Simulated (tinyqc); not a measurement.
# Double-gate transistor, scale length and short-channel effects: effect of the body thickness

A body of thickness ts between two insulators of thickness ti and two tied gates. Below threshold the potential that source and drain add obeys Laplace's equation and vanishes on the gate. Its lowest mode decays along the channel as exp(-k y); k is the smallest positive root of the matching condition at the interface, and the scale length is Lambda = pi/k.

k is the smallest positive root of f(k) = ei cos(k ti) cos(k ts/2) - eps_r sin(k ti) sin(k ts/2). Along the channel psi(y) = s + a exp(y/l) + b exp(-y/l) with psi(0) = Vbi, psi(L) = Vbi + Vds and l = 1/k = Lambda/pi; with A = Vbi - s, B = A + Vds, x = exp(-L/l): a = (B - A x) x/(1 - x^2), b = (A - B x)/(1 - x^2). The minimum is s + 2 sqrt(a b), at y = (l/2) ln(b/a). The long-channel potential follows the gate as s = sT + (Vg - VTL)/m, and the threshold VT is the gate voltage at which the minimum equals sT. Swing = m Vt ln 10/g at threshold, g = d(minimum)/ds = 1 - (b x + a)/((1 + x) sqrt(a b)). DIBL = [VT(0.05 V) - VT(Vds)]/(Vds - 0.05 V). sT and Vbi are held fixed; m = 1.

Values chosen for this exercise; permittivities: semiconductor made up, insulator close to that of silicon nitride: temperature T = 300 K; relative permittivity of the semiconductor eps_r = 13.4; relative permittivity of the insulator ei = 7.67; insulator thickness ti = 1.6 nm; channel length L = 25 nm; potential of the source Vbi = 1.05 V; potential of the barrier top at threshold sT = 0.53 V; drain voltage Vds = 0.6 V.

Constants: q = 1.602176634e-19 C, kB = 1.380649e-23 J/K, Vt = kB T/q. Results are converted to the units shown.

Result of one run:
```
Lambda (nm),L/Lambda,VT - VTL at Vds (mV),DIBL (mV/V),swing (mV/decade)
10.41,2.400,-36.96,19.42,62.60
```

Which body thickness ts gave this result: 3.5, 4.4, 5.5, 6.8 or 13 nm?

ts = 5.5 nm.

The whole series:
```
ts (nm),Lambda (nm),L/Lambda,VT - VTL at Vds (mV),DIBL (mV/V),swing (mV/decade)
3.5,8.122,3.078,-12.34,6.446,60.56
4.4,9.174,2.725,-21.75,11.39,61.34
5.5,10.41,2.400,-36.96,19.42,62.60
6.8,11.84,2.112,-59.88,31.59,64.50
8.5,13.65,1.831,-97.33,51.65,67.57
11,16.27,1.537,-166.6,89.16,73.19
13,18.33,1.364,-233.2,125.6,78.55
```

As ts goes from 3.5 to 13 nm, Lambda rises from 8.12 to 18.3 nm, DIBL rises from 6.45 to 126 mV/V and the swing rises from 60.6 to 78.6 mV a decade. On average Lambda goes as ts^(0.62). At ts = 13 nm L is under 1.5 Lambda, where higher modes, left out of the one-mode potential, count. At ts = 3.5 nm the semiconductor is under 4 nm thick, where quantum confinement shifts the threshold.

Computed by the program tinyqc: `OMP_NUM_THREADS=1 python tinyqc.py 2420114 2420115 out.jsonl`, one thread of a shared Intel Xeon 2.30GHz, about 0.01 s for the whole run.
